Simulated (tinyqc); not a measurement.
Inside a calculation (part 2 of 2). Method: RHF in the 6-31g basis, for H4, spin multiplicity 1. Computed by tinyqc, a small Python program that keeps every step (integrals from PySCF). Command: `OMP_NUM_THREADS=1 python tinyqc.py 31981 31982 out.jsonl` (the two numbers bound the seeds that draw the settings). One thread of a shared host (Intel(R) Xeon(R) Processor @ 2.60GHz), about 0.07 s of CPU time with the checks.

Geometry (angstrom):
```
atom         x         y         z
H     0.000000  0.000000  0.000000
H     0.000000  0.000000  0.778000
H     0.000000  1.720000  0.000000
H     0.000000  1.720000  0.778000
```

## Iteration 1: building the Fock matrix

D at the start:
```
           1H 1s     1H 2s      2H 1s     2H 2s      3H 1s     3H 2s      4H 1s     4H 2s
1H 1s   0.273466  0.295075  -0.005042  0.001782  -0.007783  0.001675  -0.006536  0.001528
1H 2s   0.295075  0.319264   0.001782  0.010392   0.001675  0.013181   0.001528  0.011488
2H 1s  -0.005042  0.001782   0.273466  0.295075  -0.006536  0.001528  -0.007783  0.001675
2H 2s   0.001782  0.010392   0.295075  0.319264   0.001528  0.011488   0.001675  0.013181
3H 1s  -0.007783  0.001675  -0.006536  0.001528   0.273466  0.295075  -0.005042  0.001782
3H 2s   0.001675  0.013181   0.001528  0.011488   0.295075  0.319264   0.001782  0.010392
4H 1s  -0.006536  0.001528  -0.007783  0.001675  -0.005042  0.001782   0.273466  0.295075
4H 2s   0.001528  0.011488   0.001675  0.013181   0.001782  0.010392   0.295075  0.319264
```

core Hamiltonian H = T + V (hartree):
```
           1H 1s      1H 2s      2H 1s      2H 2s      3H 1s      3H 2s      4H 1s      4H 2s
1H 1s  -1.517291  -1.292450  -1.004238  -1.044944  -0.082687  -0.376279  -0.046604  -0.301137
1H 2s  -1.292450  -1.501491  -1.044944  -1.338078  -0.376279  -0.738518  -0.301137  -0.654131
2H 1s  -1.004238  -1.044944  -1.517291  -1.292450  -0.046604  -0.301137  -0.082687  -0.376279
2H 2s  -1.044944  -1.338078  -1.292450  -1.501491  -0.301137  -0.654131  -0.376279  -0.738518
3H 1s  -0.082687  -0.376279  -0.046604  -0.301137  -1.517291  -1.292450  -1.004238  -1.044944
3H 2s  -0.376279  -0.738518  -0.301137  -0.654131  -1.292450  -1.501491  -1.044944  -1.338078
4H 1s  -0.046604  -0.301137  -0.082687  -0.376279  -1.004238  -1.044944  -1.517291  -1.292450
4H 2s  -0.301137  -0.654131  -0.376279  -0.738518  -1.044944  -1.338078  -1.292450  -1.501491
```

nuclear repulsion = 2.53631178 hartree

Given earlier and not repeated: Two-electron integrals (ij|kl) in chemists' order.

J_ij = sum D_kl (ij|kl), K_ij = sum D_kl (ik|jl); F = H + J - 0.5 K; E = tr D H + tr D J / 2 - 0.25 tr D K + E_nn.

Coulomb J (hartree):
```
          1H 1s     1H 2s     2H 1s     2H 2s     3H 1s     3H 2s     4H 1s     4H 2s
1H 1s  1.994892  1.216820  0.864659  0.937120  0.045814  0.311920  0.023452  0.240574
1H 2s  1.216820  1.551542  0.937120  1.339719  0.311920  0.705515  0.240574  0.609597
2H 1s  0.864659  0.937120  1.994892  1.216820  0.023452  0.240574  0.045814  0.311920
2H 2s  0.937120  1.339719  1.216820  1.551542  0.240574  0.609597  0.311920  0.705515
3H 1s  0.045814  0.311920  0.023452  0.240574  1.994892  1.216820  0.864659  0.937120
3H 2s  0.311920  0.705515  0.240574  0.609597  1.216820  1.551542  0.937120  1.339719
4H 1s  0.023452  0.240574  0.045814  0.311920  0.864659  0.937120  1.994892  1.216820
4H 2s  0.240574  0.609597  0.311920  0.705515  0.937120  1.339719  1.216820  1.551542
```

exchange K (hartree):
```
          1H 1s     1H 2s     2H 1s     2H 2s     3H 1s     3H 2s     4H 1s     4H 2s
1H 1s  0.969198  0.811881  0.669961  0.723465  0.108745  0.294696  0.091736  0.267123
1H 2s  0.811881  0.843753  0.723465  0.807470  0.294696  0.476380  0.267123  0.457130
2H 1s  0.669961  0.723465  0.969198  0.811881  0.091736  0.267123  0.108745  0.294696
2H 2s  0.723465  0.807470  0.811881  0.843753  0.267123  0.457130  0.294696  0.476380
3H 1s  0.108745  0.294696  0.091736  0.267123  0.969198  0.811881  0.669961  0.723465
3H 2s  0.294696  0.476380  0.267123  0.457130  0.811881  0.843753  0.723465  0.807470
4H 1s  0.091736  0.267123  0.108745  0.294696  0.669961  0.723465  0.969198  0.811881
4H 2s  0.267123  0.457130  0.294696  0.476380  0.723465  0.807470  0.811881  0.843753
```

Fock matrix F (hartree):
```
           1H 1s      1H 2s      2H 1s      2H 2s      3H 1s      3H 2s      4H 1s      4H 2s
1H 1s  -0.006998  -0.481570  -0.474559  -0.469557  -0.091245  -0.211707  -0.069020  -0.194124
1H 2s  -0.481570  -0.371825  -0.469557  -0.402094  -0.211707  -0.271193  -0.194124  -0.273099
2H 1s  -0.474559  -0.469557  -0.006998  -0.481570  -0.069020  -0.194124  -0.091245  -0.211707
2H 2s  -0.469557  -0.402094  -0.481570  -0.371825  -0.194124  -0.273099  -0.211707  -0.271193
3H 1s  -0.091245  -0.211707  -0.069020  -0.194124  -0.006998  -0.481570  -0.474559  -0.469557
3H 2s  -0.211707  -0.271193  -0.194124  -0.273099  -0.481570  -0.371825  -0.469557  -0.402094
4H 1s  -0.069020  -0.194124  -0.091245  -0.211707  -0.474559  -0.469557  -0.006998  -0.481570
4H 2s  -0.194124  -0.273099  -0.211707  -0.271193  -0.469557  -0.402094  -0.481570  -0.371825
```

total energy of this density = -1.67012923 hartree

This density is the starting one; it is not idempotent, so its energy is not variational and may lie below the converged one.

## Iteration 1: diagonalisation and new density

X:
```
               1          2          3          4          5          6          7         8
1H 1s  -0.473000  -0.553165  -0.546422   0.595401   0.629469   0.552613   0.265825  0.147338
1H 2s   1.950413   1.232770   0.661033  -0.401274   0.152654   0.247967   0.219736  0.218616
2H 1s   0.473000   0.553165  -0.546422   0.595401  -0.629469  -0.552613   0.265825  0.147338
2H 2s  -1.950413  -1.232770   0.661033  -0.401274  -0.152654  -0.247967   0.219736  0.218616
3H 1s   0.473000  -0.553165   0.546422   0.595401  -0.629469   0.552613  -0.265825  0.147338
3H 2s  -1.950413   1.232770  -0.661033  -0.401274  -0.152654   0.247967  -0.219736  0.218616
4H 1s  -0.473000   0.553165   0.546422   0.595401   0.629469  -0.552613  -0.265825  0.147338
4H 2s   1.950413  -1.232770  -0.661033  -0.401274   0.152654  -0.247967  -0.219736  0.218616
```

overlap S:
```
          1H 1s     1H 2s     2H 1s     2H 2s     3H 1s     3H 2s     4H 1s     4H 2s
1H 1s  1.000000  0.658292  0.421786  0.495467  0.023586  0.164549  0.011618  0.123993
1H 2s  0.658292  1.000000  0.495467  0.840043  0.164549  0.426595  0.123993  0.358358
2H 1s  0.421786  0.495467  1.000000  0.658292  0.011618  0.123993  0.023586  0.164549
2H 2s  0.495467  0.840043  0.658292  1.000000  0.123993  0.358358  0.164549  0.426595
3H 1s  0.023586  0.164549  0.011618  0.123993  1.000000  0.658292  0.421786  0.495467
3H 2s  0.164549  0.426595  0.123993  0.358358  0.658292  1.000000  0.495467  0.840043
4H 1s  0.011618  0.123993  0.023586  0.164549  0.421786  0.495467  1.000000  0.658292
4H 2s  0.123993  0.358358  0.164549  0.426595  0.495467  0.840043  0.658292  1.000000
```

Diagonalise F' = X^T F X, C = X C', fill 2 alpha and 2 beta electrons from the bottom; D = 2 C_occ C_occ^T; the new density keeps 0.7 of the old one (damping). Each column has its largest component positive (the first on a tie).

F' = X^T F X (hartree):
```
           1          2          3          4          5          6          7          8
1   0.828793   0.000000   0.000000   0.000000  -0.523790   0.000000   0.000000   0.000000
2   0.000000   0.902120   0.000000   0.000000   0.000000  -0.569599   0.000000   0.000000
3   0.000000   0.000000   0.790620   0.000000   0.000000   0.000000  -0.068126   0.000000
4   0.000000   0.000000   0.000000   0.834477   0.000000   0.000000   0.000000  -0.148256
5  -0.523790   0.000000   0.000000   0.000000   0.783201   0.000000   0.000000   0.000000
6   0.000000  -0.569599   0.000000   0.000000   0.000000   0.519459   0.000000   0.000000
7   0.000000   0.000000  -0.068126   0.000000   0.000000   0.000000  -0.389973   0.000000
8   0.000000   0.000000   0.000000  -0.148256   0.000000   0.000000   0.000000  -0.657403
```

orbital energies (hartree): MO1 -0.671994, MO2 -0.393891, MO3 0.109915, MO4 0.281711, MO5 0.794538, MO6 0.849067, MO7 1.311664, MO8 1.330284

coefficients C:
```
            MO1        MO2        MO3        MO4        MO5        MO6        MO7        MO8
1H 1s  0.204943   0.234011   0.125754   0.127566  -0.560783   0.578108  -0.771724  -0.776974
1H 2s  0.178265   0.257329   0.920985   1.459099   0.647325  -0.420756   0.856151   1.303244
2H 1s  0.204943   0.234011  -0.125754  -0.127566  -0.560783   0.578108   0.771724   0.776974
2H 2s  0.178265   0.257329  -0.920985  -1.459099   0.647325  -0.420756  -0.856151  -1.303244
3H 1s  0.204943  -0.234011   0.125754  -0.127566   0.560783   0.578108  -0.771724   0.776974
3H 2s  0.178265  -0.257329   0.920985  -1.459099  -0.647325  -0.420756   0.856151  -1.303244
4H 1s  0.204943  -0.234011  -0.125754   0.127566   0.560783   0.578108   0.771724  -0.776974
4H 2s  0.178265  -0.257329  -0.920985   1.459099  -0.647325  -0.420756  -0.856151   1.303244
```

D after iteration 1:
```
           1H 1s      1H 2s      2H 1s      2H 2s      3H 1s      3H 2s      4H 1s      4H 2s
1H 1s   0.249484   0.264604   0.054528   0.059298  -0.013104  -0.013038  -0.012231  -0.013141
1H 2s   0.264604   0.282283   0.059298   0.066072  -0.013038  -0.011438  -0.013141  -0.012622
2H 1s   0.054528   0.059298   0.249484   0.264604  -0.012231  -0.013141  -0.013104  -0.013038
2H 2s   0.059298   0.066072   0.264604   0.282283  -0.013141  -0.012622  -0.013038  -0.011438
3H 1s  -0.013104  -0.013038  -0.012231  -0.013141   0.249484   0.264604   0.054528   0.059298
3H 2s  -0.013038  -0.011438  -0.013141  -0.012622   0.264604   0.282283   0.059298   0.066072
4H 1s  -0.012231  -0.013141  -0.013104  -0.013038   0.054528   0.059298   0.249484   0.264604
4H 2s  -0.013141  -0.012622  -0.013038  -0.011438   0.059298   0.066072   0.264604   0.282283
```

## Iteration 2: building the Fock matrix

As before.

Coulomb J (hartree):
```
          1H 1s     1H 2s     2H 1s     2H 2s     3H 1s     3H 2s     4H 1s     4H 2s
1H 1s  2.003514  1.221160  0.870302  0.941268  0.045779  0.312404  0.023465  0.241128
1H 2s  1.221160  1.554372  0.941268  1.342823  0.312404  0.705535  0.241128  0.609879
2H 1s  0.870302  0.941268  2.003514  1.221160  0.023465  0.241128  0.045779  0.312404
2H 2s  0.941268  1.342823  1.221160  1.554372  0.241128  0.609879  0.312404  0.705535
3H 1s  0.045779  0.312404  0.023465  0.241128  2.003514  1.221160  0.870302  0.941268
3H 2s  0.312404  0.705535  0.241128  0.609879  1.221160  1.554372  0.941268  1.342823
4H 1s  0.023465  0.241128  0.045779  0.312404  0.870302  0.941268  2.003514  1.221160
4H 2s  0.241128  0.609879  0.312404  0.705535  0.941268  1.342823  1.221160  1.554372
```

exchange K (hartree):
```
          1H 1s     1H 2s     2H 1s     2H 2s     3H 1s     3H 2s     4H 1s     4H 2s
1H 1s  0.998867  0.833881  0.722735  0.754220  0.086015  0.274191  0.072482  0.250404
1H 2s  0.833881  0.853440  0.754220  0.821146  0.274191  0.452901  0.250404  0.436276
2H 1s  0.722735  0.754220  0.998867  0.833881  0.072482  0.250404  0.086015  0.274191
2H 2s  0.754220  0.821146  0.833881  0.853440  0.250404  0.436276  0.274191  0.452901
3H 1s  0.086015  0.274191  0.072482  0.250404  0.998867  0.833881  0.722735  0.754220
3H 2s  0.274191  0.452901  0.250404  0.436276  0.833881  0.853440  0.754220  0.821146
4H 1s  0.072482  0.250404  0.086015  0.274191  0.722735  0.754220  0.998867  0.833881
4H 2s  0.250404  0.436276  0.274191  0.452901  0.754220  0.821146  0.833881  0.853440
```

Fock matrix F (hartree):
```
           1H 1s      1H 2s      2H 1s      2H 2s      3H 1s      3H 2s      4H 1s      4H 2s
1H 1s  -0.013210  -0.488231  -0.495304  -0.480786  -0.079915  -0.200970  -0.059380  -0.185210
1H 2s  -0.488231  -0.373838  -0.480786  -0.405828  -0.200970  -0.259433  -0.185210  -0.262390
2H 1s  -0.495304  -0.480786  -0.013210  -0.488231  -0.059380  -0.185210  -0.079915  -0.200970
2H 2s  -0.480786  -0.405828  -0.488231  -0.373838  -0.185210  -0.262390  -0.200970  -0.259433
3H 1s  -0.079915  -0.200970  -0.059380  -0.185210  -0.013210  -0.488231  -0.495304  -0.480786
3H 2s  -0.200970  -0.259433  -0.185210  -0.262390  -0.488231  -0.373838  -0.480786  -0.405828
4H 1s  -0.059380  -0.185210  -0.079915  -0.200970  -0.495304  -0.480786  -0.013210  -0.488231
4H 2s  -0.185210  -0.262390  -0.200970  -0.259433  -0.480786  -0.405828  -0.488231  -0.373838
```

total energy of this density = -1.81819116 hartree

This density is a damped mixture and is not idempotent, and it still holds part of the atomic start, so its energy may lie below the converged one.

## Iteration 2: diagonalisation and new density

As before.

F' = X^T F X (hartree):
```
           1          2          3          4          5          6          7          8
1   0.830220   0.000000   0.000000   0.000000  -0.525600   0.000000   0.000000   0.000000
2   0.000000   0.903955   0.000000   0.000000   0.000000  -0.572136   0.000000   0.000000
3   0.000000   0.000000   0.792543   0.000000   0.000000   0.000000  -0.065030   0.000000
4   0.000000   0.000000   0.000000   0.833392   0.000000   0.000000   0.000000  -0.155725
5  -0.525600   0.000000   0.000000   0.000000   0.805727   0.000000   0.000000   0.000000
6   0.000000  -0.572136   0.000000   0.000000   0.000000   0.546963   0.000000   0.000000
7   0.000000   0.000000  -0.065030   0.000000   0.000000   0.000000  -0.426512   0.000000
8   0.000000   0.000000   0.000000  -0.155725   0.000000   0.000000   0.000000  -0.654272
```

orbital energies (hartree): MO1 -0.670398, MO2 -0.429971, MO3 0.126126, MO4 0.292231, MO5 0.796002, MO6 0.849518, MO7 1.324792, MO8 1.343716

coefficients C:
```
            MO1        MO2        MO3        MO4        MO5        MO6        MO7        MO8
1H 1s  0.207883   0.236424   0.117393   0.119713  -0.559770   0.577058  -0.773040  -0.778222
1H 2s  0.176121   0.254538   0.930199   1.472186   0.648427  -0.421658   0.846131   1.288442
2H 1s  0.207883   0.236424  -0.117393  -0.119713  -0.559770   0.577058   0.773040   0.778222
2H 2s  0.176121   0.254538  -0.930199  -1.472186   0.648427  -0.421658  -0.846131  -1.288442
3H 1s  0.207883  -0.236424   0.117393  -0.119713   0.559770   0.577058  -0.773040   0.778222
3H 2s  0.176121  -0.254538   0.930199  -1.472186  -0.648427  -0.421658   0.846131  -1.288442
4H 1s  0.207883  -0.236424  -0.117393   0.119713   0.559770   0.577058   0.773040  -0.778222
4H 2s  0.176121  -0.254538  -0.930199   1.472186  -0.648427  -0.421658  -0.846131   1.288442
```

D after iteration 2:
```
           1H 1s      1H 2s      2H 1s      2H 2s      3H 1s      3H 2s      4H 1s      4H 2s
1H 1s   0.234106   0.243298   0.097637   0.099584  -0.016781  -0.023267  -0.016170  -0.023338
1H 2s   0.243298   0.255083   0.099584   0.103735  -0.023267  -0.028269  -0.023338  -0.029098
2H 1s   0.097637   0.099584   0.234106   0.243298  -0.016170  -0.023338  -0.016781  -0.023267
2H 2s   0.099584   0.103735   0.243298   0.255083  -0.023338  -0.029098  -0.023267  -0.028269
3H 1s  -0.016781  -0.023267  -0.016170  -0.023338   0.234106   0.243298   0.097637   0.099584
3H 2s  -0.023267  -0.028269  -0.023338  -0.029098   0.243298   0.255083   0.099584   0.103735
4H 1s  -0.016170  -0.023338  -0.016781  -0.023267   0.097637   0.099584   0.234106   0.243298
4H 2s  -0.023338  -0.029098  -0.023267  -0.028269   0.099584   0.103735   0.243298   0.255083
```

## Convergence

Stop when the energy changes by less than 1e-10 hartree and every element of the error matrix X^T (F D S - S D F) X is below 3e-06.

Course of the cycle:
```
iteration  E (hartree)     change  largest element of the error matrix
1          -1.67012923          -                             1.90e-01
2          -1.81819116  -1.48e-01                             1.49e-01
3          -1.92988967  -1.12e-01                             1.16e-01
4          -2.01209396  -8.22e-02                             9.01e-02
5          -2.07164165  -5.95e-02                             6.96e-02
6          -2.11432770  -4.27e-02                             5.36e-02
7          -2.14471043  -3.04e-02                             4.11e-02
8          -2.16623075  -2.15e-02                             3.15e-02
9          -2.18142206  -1.52e-02                             2.40e-02
10         -2.19212014  -1.07e-02                             1.83e-02
11         -2.19964128  -7.52e-03                             1.39e-02
12         -2.20492257  -5.28e-03                             1.06e-02
13         -2.20862788  -3.71e-03                             8.04e-03
14         -2.21122590  -2.60e-03                             6.09e-03
...                ...        ...                                  ...
39         -2.21730233  -3.50e-07                             4.88e-06
40         -2.21730257  -2.45e-07                             3.66e-06
41         -2.21730274  -1.72e-07                             2.74e-06
42         -2.21730286  -1.20e-07                             2.05e-06
43         -2.21730295  -8.40e-08                             1.54e-06
44         -2.21730301  -5.88e-08                             1.15e-06
45         -2.21730305  -4.12e-08                             8.61e-07
46         -2.21730308  -2.88e-08                             6.45e-07
47         -2.21730310  -2.02e-08                             4.82e-07
48         -2.21730311  -1.41e-08                             3.61e-07
49         -2.21730312  -9.89e-09                             2.70e-07
50         -2.21730313  -6.92e-09                             2.02e-07
51         -2.21730313  -4.85e-09                             1.51e-07
52         -2.21730313  -3.39e-09                             1.13e-07
```

PySCF RHF in the same basis = -2.21730314 hartree

Not converged within the cap of 52 iterations: the residual falls steadily but slowly, by a factor of about 0.75 a step. Reruns (cap 100 unless said): DIIS 8: converged in 6; damping 0.5: converged in 34; level shift 0.5: converged in 13; atomic densities as start, DIIS 8: converged in 6; the original settings with a cap of 400: converged in 62.
